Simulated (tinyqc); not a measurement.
Inside a calculation. Model: strain, valley repopulation and piezoresistance in a many-valley conduction band. Computed by tinyqc, a small Python program that keeps every step. Command: `OMP_NUM_THREADS=1 python tinyqc.py 3014283 3014284 out.jsonl valleys walk`. One thread of a shared host (Intel(R) Xeon(R) Processor @ 2.30GHz), about 0.03 s of CPU time with the checks. Intermediate numbers are printed to about 5 digits and carried at full precision; extremes and crossings named in words are read from the listed rows.

Valleys are ellipsoids with mass m_l along the axis a and m_t across it, parabolic, with one constant relaxation time; strain shifts the valleys and leaves the masses alone. Currents are taken along [110], along the load, and along [001], across the load.

Inputs (values chosen for the exercise, modelled on silicon):
```
quantity                               value    unit
longitudinal mass m_l                  0.914     m_0
transverse mass m_t                    0.185     m_0
shear deformation potential Xi_u        9.11      eV
dilation deformation potential Xi_d      1.1      eV
C11                                      165     GPa
C12                                     63.9     GPa
C44                                     79.4     GPa
stress X (tension positive)             1200     MPa
electron density n                   1.4e+15  1/cm^3
relaxation time tau                       42      fs
temperature T                            200       K
```

Valley axes: <100> (6 valleys in 3 pairs). Load: uniaxial [110].

Constants: k_B = 8.617333262e-05 eV/K; m_0 = 9.1093837015e-31 kg; k_B = 1.380649e-23 J/K; hbar = 1.054571817e-34 J s; e = 1.602176634e-19 C.

## Strain

Compliances S11 = (C11 + C12)/((C11 - C12)(C11 + 2 C12)), S12 = -C12/((C11 - C12)(C11 + 2 C12)), S44 = 1/C44; stress sigma_ij = X n_i n_j for the unit vector n of the load; e_xx = S11 sigma_xx + S12 (sigma_yy + sigma_zz), e_xy = S44 sigma_xy/2 (tensor strain).

strain tensor (%):
```
         x        y         z
x  0.33444  0.37783   0.00000
y  0.37783  0.33444   0.00000
z  0.00000  0.00000  -0.25904
```

Caution: shear strain also changes the transverse masses of <100> valleys, which this model leaves out.

## Valley shifts

Herring-Vogt shift of a valley with unit axis a: dE = Xi_d tr(e) + Xi_u a.e.a.

shifts dE (meV): x 34.975, y 34.975, z -19.090

splitting (highest minus lowest) = 54.065 meV

Lowest: z; the splitting is 3.14 k_B T.

## Populations

Each of the 6 valleys holds n_v = N_v (2/sqrt(pi)) F_1/2((E_F - dE_v)/(k_B T)), N_v = 2 (m_d k_B T/(2 pi hbar^2))^(3/2), m_d = (m_l m_t^2)^(1/3); E_F solves sum n_v = n and is counted from the unstrained edge. F_j(eta) = int_0^infinity x^j/(1 + exp(x - eta)) dx, without a gamma-function factor. It is evaluated after integrating by parts. Integrals over x = E/(k_B T) use 160 Gauss-Legendre points in u = sqrt(x) from 0 to sqrt(max(eta, 0) + 32).

Fermi level E_F = -160.93 meV

share of the electrons (per pair): x 0.03995, y 0.03995, z 0.92010

## Mobility tensor and resistance change

Mobility tensor mu = e tau sum_v (n_v/n) [1/m_t + (1/m_l - 1/m_t) a a^T]; unstrained mu_0 = e tau (1/m_l + 2/m_t)/3; resistivity along d from the inverse tensor, rho_d = d.mu^-1.d/(n e), mobility along d = 1/(d.mu^-1.d); gauge pi_d = (rho_d/rho_0 - 1)/X.

mobility tensor (cm^2/(V s)):
```
        x       y       z
x  386.58    0.00    0.00
y    0.00  386.58    0.00
z    0.00    0.00  106.27
```

unstrained mobility mu_0 = 293.14 cm^2/(V s)

mobility along the first direction = 386.58 cm^2/(V s)

mobility along the second direction = 106.27 cm^2/(V s)

resistance change along the first direction = -24.170 %

resistance change along the second direction = 175.86 %

The mobility lies between e tau/m_l = 80.8 and e tau/m_t = 399; the trace stays at 3 mu_0. Along the first direction the filled valleys present more of their light mass.

## Linear piezoresistance coefficients

With eta_0 the reduced Fermi level without strain, r = F_-1/2(eta_0)/(2 F_1/2(eta_0)) (1 for a classical gas) and c = r (Xi_u/k_B T) (m_l - m_t)/(2 m_l + m_t): pi11 = -(2/3) c (S11 - S12), pi12 = -pi11/2, pi44 = 0, with S11 - S12 = 1/(C11 - C12).

eta_0 = -9.2451

degeneracy factor r = 0.99997

pi11 = -126.22 1e-11/Pa

pi12 = 63.112 1e-11/Pa

pi44 = 0 1e-11/Pa

The gas is classical, so the coefficients follow 1/T.

## Full result against the linear law

Linear theory: pi_l = (pi11 + pi12 + pi44)/2, pi_t = pi12 along [001].

Resistance changes (%); at 2000 MPa the strain is near or above 1 %, where band warping, left out here, matters:
```
X (MPa)  splitting (meV)  largest share  first direction   linear  second direction   linear
-2000             90.109        0.49866           21.895   63.112            -26.43  -126.22
-1000             45.054        0.48234           19.315   31.556            -24.46   -63.11
-400              18.022        0.42527           11.096   12.622            -16.65   -25.24
-150               6.758        0.37374            4.592    4.733             -8.07    -9.47
-50                2.253        0.34753            1.566    1.578             -2.99    -3.16
50                 2.253        0.36298           -1.585   -1.578              3.33     3.16
150                6.758        0.42530           -4.758   -4.733             11.10     9.47
400               18.022        0.58722          -12.120  -12.622             38.09    25.24
1000              45.054        0.87224          -22.645  -31.556            141.25    63.11
2000              90.109        0.98939          -26.274  -63.112            248.14   126.22
```

Along the first direction the linear law holds within 10 % for 5 of the 10 stresses, at -150, -50.0, 50.0, 150, 400 MPa. At the largest compression the full change is +21.9 % against the linear +63.1 %, at the largest tension -26.3 % against -63.1 %: once the splitting is comparable with k_B T (or E_F) the populations no longer follow it linearly, and the change must saturate when the upper valleys are empty.

Checks made by the program: trace of the tensor against 3 mu_0 (relative difference below 1e-10); linear coefficients against the full calculation at 0.01 MPa (relative difference 7e-06).
